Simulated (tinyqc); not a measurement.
Capacitance measurement on a leaky thin oxide: effects of series resistance and leakage: one step of the calculation.

The device is a capacitance C in parallel with a leakage conductance G, in series with Rs and Ls. An impedance meter reports either a parallel pair (Cp, Gp) from Y = 1/Z = Gp + i w Cp or a series pair (Cs, Rm) from Z = Rm + 1/(i w Cs); w = 2 pi f, dissipation D = Gp/(w |Cp|).

Problem. True capacitance and conductance. EOT = 3.9 tox/eox; CET = EOT + zc + zp; C = 3.9 eps0 A/CET; G = Jg A/Vs.

Inputs (values chosen for the exercise); values of the order met in thin-oxide MOS capacitors: relative permittivity of the gate insulator (close to hafnium oxide) eox = 21.4; insulator thickness tox = 6.9 nm; gate area A = 400 um^2; oxide-equivalent thickness added by the accumulation layer zc = 0.35 nm; oxide-equivalent thickness added by gate depletion zp = 0 nm; gate leakage current density, not matched to the thickness Jg = 0.00017 A/cm^2; voltage for an e-fold rise of the leakage Vs = 0.31 V.

Constants: eps0 = 8.8541878128e-14 F/cm where lengths are in cm. Results are converted to the units shown.

Find: EOT; CET; C; G.

Solution.

EOT = 1.2575 nm
CET = 1.6075 nm
C = 8.5927 pF
G = 0.0021935 uS

tinyqc, about 0.01 s, one thread, Intel Xeon 2.30GHz (shared host): `OMP_NUM_THREADS=1 python tinyqc.py 2022087 2022088 out.jsonl`
